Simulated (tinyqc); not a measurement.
Mass and g factor above the band edge: five-level k.p model folded onto the conduction band.

Second-order sums for the lowest conduction level at E: 1/m = 1 + Cm + (Ep/3)(2/E + 1/(E + Dso)) - (Ep2/3)(2/(E7 + D2 - E) + 1/(E7 - E)); g/2 = 1 + Cg - (Ep/3)(1/E - 1/(E + Dso)) - (Ep2/3)(1/(E7 - E) - 1/(E7 + D2 - E)). E is counted from the top of the valence band; E = Eg at the edge.

Inputs chosen for the exercise (near those of GaSb; shifted at random, so the results belong to these values and not to a real crystal):
- Eg = 0.807 eV (gap at Gamma to the s-like level)
- Dso = 0.748 eV (spin-orbit splitting)
- Ep = 27 eV (Kane energy)
- E7 = 3.21 eV (upper Gamma7 conduction level, from the valence top)
- D2 = 0.36 eV (its spin-orbit splitting, Gamma8 above Gamma7)
- Ep2 = 1.6 eV (Kane energy to the upper levels)
- Cm = -3.5 (remote term in 1/m)
- Cg = -0.02 (remote term in g/2)

The sums are evaluated at E = Eg + dE, as is done for confined or hot electrons.

Results:

| dE (meV) | m(E) | g(E) | m(E)/m(Eg) | 1 + dE/Eg |
|---|---|---|---|---|
| 0 | 0.0400 | -8.827 | 1.0000 | 1.0000 |
| 19 | 0.0410 | -8.455 | 1.0241 | 1.0235 |
| 48 | 0.0425 | -7.924 | 1.0610 | 1.0595 |
| 97 | 0.0450 | -7.118 | 1.1240 | 1.1202 |
| 194 | 0.0501 | -5.798 | 1.2510 | 1.2404 |
| 291 | 0.0553 | -4.756 | 1.3815 | 1.3606 |

Give the missing row, dE (meV) = 145.

Computed row:
```
dE (meV)    m(E)    g(E)  m(E)/m(Eg)  1 + dE/Eg
145       0.0475  -6.424      1.1865     1.1797
```

Over 291 meV the mass grows by 38.2 %, against 36.1 % for two levels alone, and g moves from -8.827 to -4.756, towards the free value 2.

Program tinyqc; command `OMP_NUM_THREADS=1 python tinyqc.py 1080375 1080376 out.jsonl`; about 0.01 s on one thread of a shared Intel(R) Xeon(R) Processor @ 2.30GHz.
